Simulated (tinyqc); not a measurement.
## Frequency dispersion of an accumulation capacitance by border traps, distributed model: effect of the insulator thickness

Traps spread evenly through the insulator exchange electrons with the semiconductor by tunnelling, with tau(x) = t0 exp(2 ka x) at depth x from the interface. The admittance per area Y seen at depth x obeys dY/dx = -Y^2/(i w eps0 eox) + q Nb ln(1 + i w tau)/tau, with Y(0) = i w Cs and w = 2 pi f; the gate sees Y(tox) = G + i w C. Working variable y = Y/(i w), in uF/cm^2. Cox = eps0 eox/tox.

Cox; trap-free value 1/(1/Cox + 1/Cs); response depth d = ln(1/(w t0))/(2 ka), where w tau = 1; lumped estimate: all traps within d act as C_bt = q Nb d placed at d/2, so C = 1/{1/[1/(1/Cs + d/(2 eps0 eox)) + C_bt] + (tox - d/2)/(eps0 eox)}. C and G from a fine integration; dispersion -d C/d log10 f over C, from f times and over 1.1. For a broad spread of time constants G/w is close to -(pi/2) dC/d ln w.

Inputs (values chosen for the exercise); permittivity close to that of silicon dioxide:
- eox = 3.77 (relative permittivity of the insulator)
- Cs = 7.6 uF/cm^2 (semiconductor capacitance in accumulation)
- Nb = 3.1e18 cm^-3 eV^-1 (density of border traps)
- ka = 5.8 1/nm (decay constant of the wave function in the insulator)
- t0 = 3e-10 s (time constant of a trap at the interface)
- f = 100 Hz (frequency)

Constants: q = 1.602176634e-19 C, eps0 = 8.8541878128e-14 F/cm where lengths are in cm. Results are converted to the units shown.

The same in every row: d (nm) = 1.335.

Result of one run:
```
C (uF/cm^2),G/w (uF/cm^2),dispersion (% a decade),-(pi/2) dC/d ln w (uF/cm^2),lumped C (uF/cm^2),trap-free C (uF/cm^2)
0.3207,2.094e-4,0.09539,2.087e-4,0.3205,0.3198
```

Which insulator thickness tox gave this result: 2, 3.9, 5.4, 7.5 or 10 nm?

tox = 10 nm.

The whole series:
```
tox (nm),C (uF/cm^2),G/w (uF/cm^2),dispersion (% a decade),-(pi/2) dC/d ln w (uF/cm^2),lumped C (uF/cm^2),trap-free C (uF/cm^2)
2,1.386,0.003893,0.4115,0.003892,1.382,1.368
2.8,1.041,0.002204,0.3094,0.002196,1.038,1.031
3.9,0.7749,0.001222,0.2304,0.001218,0.7735,0.7693
5.4,0.5747,6.723e-4,0.1709,6.701e-4,0.5740,0.5717
7.5,0.4221,3.626e-4,0.1255,3.615e-4,0.4217,0.4204
10,0.3207,2.094e-4,0.09539,2.087e-4,0.3205,0.3198
14,0.2317,1.092e-4,0.06891,1.089e-4,0.2316,0.2312
20,0.1636,5.445e-5,0.04865,5.429e-5,0.1635,0.1633
```

As tox goes from 2 to 20, C falls from 1.39 to 0.164 uF/cm^2, the dispersion falls from 0.412 to 0.0487 % a decade and G/w falls from 0.00389 to 5.45e-5 uF/cm^2. The lumped estimate is 0.31 % below C in the first row and 0.037 % below it in the last.

Numbers from tinyqc (`OMP_NUM_THREADS=1 python tinyqc.py 2202239 2202240 out.jsonl`; about 0.7 s on one thread of a shared Intel Xeon 2.30GHz).
